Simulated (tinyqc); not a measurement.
Photoconductance decay in a wafer: bulk and surface recombination modes, and iron detection by pair splitting: one step, computed by the program tinyqc. Command: `OMP_NUM_THREADS=1 python tinyqc.py 3113779 3113780 out.jsonl pcd walk`. One thread of a shared host (Intel(R) Xeon(R) Processor @ 2.30GHz), about 0.01 s of CPU time with the checks.

Both faces of the wafer have the same S; injection is low and all coefficients are constant. x runs from -W/2 to W/2.

Question. Decay rates of the even modes. Even modes cos(a x) obey b tan b = S W/(2 D) with b = a W/2, odd modes sin(a x) obey -b cot b = S W/(2 D); each decays at the rate 1/tau_b + D a^2.

Inputs (values chosen for the exercise, modelled on p-type silicon):
```
quantity                          value         unit
thickness W                         150   micrometre
diffusivity D                      32.7       cm^2/s
bulk lifetime tau_b without iron     16  microsecond
surface recombination velocity S     14         cm/s
```

Give: the table «The first four even modes: b, surface rate and decay time» with the columns b_n, surface rate D a^2 (1/s), decay time (microsecond), for n = 0, 1, 2, 3.

Answer.

The first four even modes: b, surface rate and decay time:
```
n     b_n  surface rate D a^2 (1/s)  decay time (microsecond)
0  0.0566                1.8647e+03                1.5536e+01
1  3.1426                5.7413e+06                1.7230e-01
2  6.2837                2.2954e+07                4.3447e-02
3  9.4251                5.1642e+07                1.9341e-02
```
